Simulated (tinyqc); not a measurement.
Trap density from two Hall measurements.

Question. p-type body, charge-sheet picture, full ionisation (an idealisation for deep acceptors), Boltzmann statistics for free electrons. e = Ec - EF at the surface. psi = Eg - Vt ln(Nv/Na) - e; N_dep = sqrt(2 eps0 eps_r Na (psi - Vt)/q); n_f = sqrt(N_dep^2 + 2 eps0 eps_r Vt Nc exp(-e/Vt)/q) - N_dep; Vg = Vfb + psi + q (N_dep + n_t + n_f)/Cox, Cox = eps0 eox/tox. Find e and n_t at both points and the mean trap density between them.

Parameters, values chosen for the exercise; band and dielectric values close to those of 4H silicon carbide:

| symbol | value | unit | meaning |
|---|---|---|---|
| T | 400 | K | temperature |
| Eg | 3.2 | eV | band gap |
| eps_r | 9.62 |  | relative permittivity |
| Nc | 2.57e19 | cm^-3 | conduction-band density of states at T |
| Nv | 3.93e19 | cm^-3 | valence-band density of states at T |
| eox | 3.9 |  | relative permittivity of the insulator |
| tox | 51 | nm | insulator thickness |
| Na | 8.4e16 | cm^-3 | acceptor density |
| Vfb | -2.46 | V | flat-band voltage without trapped charge |

Constants: q = 1.602176634e-19 C, kB = 1.380649e-23 J/K, Vt = kB T/q, eps0 = 8.8541878128e-14 F/cm where lengths are in cm. Results are converted to the units shown.

Vg (V): [3.9364820, 4.1515818]
free sheet density from the Hall effect (cm^-2): [8.5303768e8, 1.2056522e10]

Answer. Each n_f fixes e; what the gate voltage holds beyond psi, N_dep and n_f is trapped; the difference quotient is the density, smeared over a few Vt.

e (eV): [0.2820, 0.1900]
n_t (cm^-2): [1.401e10, 2.846e10]
mean trap density = 1.570e11 cm^-2 eV^-1

Computed by the program tinyqc: `OMP_NUM_THREADS=1 python tinyqc.py 2222215 2222216 out.jsonl`, one thread of a shared Intel Xeon 2.30GHz, about 0.02 s for the whole run.
